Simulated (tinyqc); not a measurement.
# Worked calculation: junction field-effect transistor with two gates, gradual channel with velocity saturation

tinyqc, about 0.07 s, one thread, Intel Xeon 2.30GHz (shared host): `OMP_NUM_THREADS=1 python tinyqc.py 2500005 2500006 out.jsonl` Printed values are rounded.

A uniformly doped n-type channel, depleted from both sides by p+ gates; at channel potential V the depleted share of a is u = sqrt((Vbi - Vg + V)/Vp), s at the source. Electrons drift with v = mu E/(1 + mu E/vsat). Abrupt depletion edge, no series resistance, source at 0.

Values chosen for this exercise; material values close to those of gallium arsenide: temperature T = 300 K; relative permittivity of the semiconductor eps_r = 12.8; conduction-band density of states at T Nc = 4.37e17 cm^-3; band gap Eg = 1.4 eV; valence-band density of states at T Nv = 8.97e18 cm^-3; donor density of the channel Nd = 4.4e16 cm^-3; half the channel thickness a = 260 nm; low-field mobility at this doping mu = 4900 cm^2/(V s); saturation velocity vsat = 8.4e6 cm/s; gate length L = 0.3 um; gate width W = 100 um; acceptor density of the gates Na = 1.2e18 cm^-3; gate voltage Vg = -0.1 V; drain voltage Vd = 0.15 V.

Constants: q = 1.602176634e-19 C, kB = 1.380649e-23 J/K, Vt = kB T/q, eps0 = 8.8541878128e-14 F/cm where lengths are in cm. Results are converted to the units shown.

Range of the model: The gate is shorter than twice a, where the gradual-channel approximation fails.

## Built-in and pinch-off voltages

ni = sqrt(Nc Nv) exp(-Eg/(2 Vt)), Eg in volts; Vbi = Vt ln(Na Nd/ni^2); Vp = q Nd a^2/(2 eps0 eps_r); G0 = 2 q mu Nd a W/L; Z = mu Vp/(vsat L); s = sqrt((Vbi - Vg)/Vp). VT = Vbi - Vp.

Vbi = 1.28865 V
Vp = 2.10243 V
VT = -0.813780 V
G0 = 598.744 mS
Z = 40.8805
s = 0.812710

Z = 40.9: velocity saturation dominates.

## Current below saturation

u = sqrt((Vbi - Vg + Vd)/Vp). I = (G0 Vp/3) F/(1 + Z (u^2 - s^2)), F = 3 (u^2 - s^2) - 2 (u^3 - s^3), with u at V = Vd; Z = 0 gives constant mobility, for which u stops at 1.

u = 0.855478
F = 0.0354711
I for Z = 0 = 14.8839 mA
I = 3.80014 mA

The falling mobility lowers the current by 74.5 %.

## Iteration 1: the saturation point by Newton steps

u at the start = 1

a is the channel (half-)thickness, Vp its pinch-off voltage and Z = mu Vp/(vsat L); an iterate with u > 1 is an overshoot, not a physical state. f = (1 - u)(1 + Z (u^2 - s^2)) - Z F/3, F = 3 (u^2 - s^2) - 2 (u^3 - s^3); f' = -(1 + Z (u^2 - s^2)); u(new) = u - f/f'.

f = -1.25494
f' = -14.8791
u after iteration 1 = 0.915657

## Iteration 2: the saturation point by Newton steps

As before.

f = -0.282637
f' = -8.27390
u after iteration 2 = 0.881497

## Course of the iteration: the saturation point by Newton steps

Stop when u changes by less than 1e-10, or after 60 iterations.

Course of the iteration:
```
iteration         u  |change|
1          0.915657    0.0843
2          0.881497    0.0342
3          0.874013   7.48e-3
4          0.873628   3.85e-4
5          0.873627   1.02e-6
6          0.873627  7.12e-12
```

Converged in 6 iterations. At the end the number of correct digits about doubles with each step.

## Saturation voltage, current and transconductance

um = 0.873627

Vdsat = Vp (um^2 - s^2); Isat = (G0 Vp/Z)(1 - um), which is 2 q Nd vsat a W (1 - um); gm = G0 (um - s)/(1 + Z (um^2 - s^2)). For Z = 0: Vdsat = Vp (1 - s^2), Isat = (G0 Vp/3)(1 - 3 s^2 + 2 s^3), gm = G0 (1 - s).

Vdsat = 0.215977 V
Isat = 3.89134 mA
gm = 7.01483 mS
Vdsat for Z = 0 = 0.713780 V
Isat for Z = 0 = 38.6429 mA
gm for Z = 0 = 112.139 mS

The current saturates with 12.6 % of the channel still open at the drain, at 0.101 of the constant-mobility current.
